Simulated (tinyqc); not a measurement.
Rayleigh-quotient iteration on a symmetric matrix, step by step. Computed by tinyqc, a small Python program that keeps every step. Settings: method = rayleigh, shift = 0.59. Command: `OMP_NUM_THREADS=1 python tinyqc.py 30535 30536 out.jsonl` (the two numbers bound the seeds that draw the settings). One thread of a shared host (Intel(R) Xeon(R) Processor @ 2.60GHz), about 0.01 s of CPU time with the checks.

## Step 1

A, lower triangle:
```
           1          2          3          4         5         6
1   0.609000
2   0.293000   0.632000
3   0.174000  -0.011000   0.719000
4  -0.246000  -0.019000  -0.240000   1.521000
5  -0.266000   0.100000  -0.047000   0.379000  1.852000
6   0.168000   0.045000  -0.402000  -0.319000  0.162000  2.053000
```

vector v at the start: 0.408248  0.408248  0.408248  0.408248  0.408248  0.408248

shift = 0.590000

solve (A - shift) w = v; v' = w/|w| with its largest component positive (the first on a tie); lambda = v'^T A v'; the next shift is lambda.

vector after step 1: -0.066356  -0.629087  0.705242  0.203664  -0.072212  0.236191

Rayleigh quotient after step 1 = 0.569586

## Step 2

As before.

vector after step 2: 0.199165  -0.386478  0.789237  0.336633  -0.030898  0.271654

Rayleigh quotient after step 2 = 0.528147

## Step 3

As before.

vector after step 3: 0.171175  -0.425382  0.782396  0.321770  -0.030884  0.270399

Rayleigh quotient after step 3 = 0.527277

## Course of the iteration

Stop when the residual |A v - lambda v| is below 1e-9.

Steps:
```
step      lambda  residual
1     0.56958643  1.31e-01
2     0.52814661  1.75e-02
3     0.52727687  4.41e-05
4     0.52727687  7.17e-13
```

all eigenvalues, for comparison: 0.213014  0.527277  0.870753  1.289626  2.198188  2.287143

Converged in 4 steps.
